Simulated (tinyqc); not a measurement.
Inside a calculation. Method: tight binding, kagome lattice. Computed by tinyqc, a small Python program that keeps every step. Settings: t1 = 0.58, t2 = 0.58, delta = 0.5, bands filled = 1. Command: `OMP_NUM_THREADS=1 python tinyqc.py 28176 28177 out.jsonl` (the two numbers bound the seeds that draw the settings). One thread of a shared host (Intel(R) Xeon(R) Processor @ 2.60GHz), about 0.01 s of CPU time with the checks.

## Bloch Hamiltonian at k

Parameters chosen for this model:
```
parameter     value                unit
t1         0.580000    eV, up triangles
t2         0.580000  eV, down triangles
delta      0.500000        eV on site C
```

k point k (fractions of the reciprocal vectors): 0.290000  0.140000

H_AB = -t1 - t2 exp(-i k.a1), H_AC = -t1 - t2 exp(-i k.a2), H_BC = -t1 - t2 exp(i k.(a1 - a2)), H_CC = delta.

H(k) at k (eV), lower triangle (Hermitian):
```
                     A                    B         C
A             0.000000
B  -0.435760-0.561778i             0.000000
C  -0.949706-0.446898i  -0.920915+0.469230i  0.500000
```

## Levels at k

Diagonalise the Hermitian matrix.

eigenvalues (eV): -1.698112  0.710874  1.487238

weights |c|^2 of the basis functions:
```
     band 1    band 2    band 3
A  0.347220  0.491034  0.161746
B  0.342868  0.508891  0.148241
C  0.309913  0.000074  0.690013
```

## Bloch Hamiltonian at K

k point K (fractions of the reciprocal vectors): 0.333333  0.666667

As before.

H(k) at K (eV), lower triangle (Hermitian):
```
                     A                    B         C
A             0.000000
B  -0.290000-0.502295i             0.000000
C  -0.290000+0.502295i  -0.290000-0.502295i  0.500000
```

## Levels at K

As before.

eigenvalues (eV): -0.580000  -0.281219  1.361219

weights |c|^2 of the basis functions:
```
     band 1    band 2    band 3
A  0.500000  0.237823  0.262177
B  0.500000  0.237823  0.262177
C  0.000000  0.524354  0.475646
```

## Bands along a path

The same steps at evenly spaced points between the labelled ones.

Bands along the path (eV):
```
k             band 1     band 2    band 3
G          -2.168505   1.160000  1.508505
G-K 0.25   -2.017970   1.104131  1.413839
G-K 0.50   -1.609597   0.786847  1.322750
G-K 0.75   -1.063203   0.238924  1.324279
K          -0.580000  -0.281219  1.361219
K-M 0.25   -0.628558  -0.257891  1.386449
K-M 0.50   -0.789022  -0.122172  1.411195
K-M 0.75   -0.898651  -0.031064  1.429715
M          -0.936634          0  1.436634
M-K' 0.25  -0.898651  -0.031064  1.429715
M-K' 0.50  -0.789022  -0.122172  1.411195
M-K' 0.75  -0.628558  -0.257891  1.386449
K'         -0.580000  -0.281219  1.361219
```

With 1 band(s) filled, the highest filled level on these points lies at K' and the lowest empty one at K': a gap of 0.2988 eV, direct.
